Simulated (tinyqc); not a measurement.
Peak against initial coverage: adsorption as a lattice gas: isotherms with interactions, competition, desorption peaks and saturation dose. Computed by tinyqc, a small Python program. Command: `OMP_NUM_THREADS=1 python tinyqc.py 3015793 3015794 out.jsonl adsorb walk`. One thread of a shared host (Intel(R) Xeon(R) Processor @ 2.30GHz), about 0.2 s of CPU time with the checks.

One adsorbate per site; a molecule needs 1 empty site. Gas and surface have the same temperature.

Inputs (values chosen for the exercise, for a model surface):
```
quantity                         value  unit
desorption energy E              0.812    eV
prefactor nu                     2e+13   1/s
pair energy w (positive repels)  0.036    eV
neighbours z                         4     -
heating rate beta                  6.3   K/s
```

Adsorption: molecular (first order).

Constants: k_B = 8.617333262e-05 eV/K.

Method. Heating at the rate beta: d theta/dT = -(nu/beta) theta^1 exp(-[E - z w theta]/(k_B T)). Integrated numerically (relative tolerance 1e-9); T_p is the maximum of the rate.

Peak temperatures (K):
```
theta_0   w = 0  with w
0.1      303.33  299.28
0.3      303.33  290.95
0.5      303.33  282.26
0.7      303.33  273.23
0.9      303.33  263.89
```

Without interaction the peak does not move; with w it moves by -35.4 K, so repulsion in first order mimics second-order kinetics.

Extremes, crossings and ranges named in words are read from the listed rows.
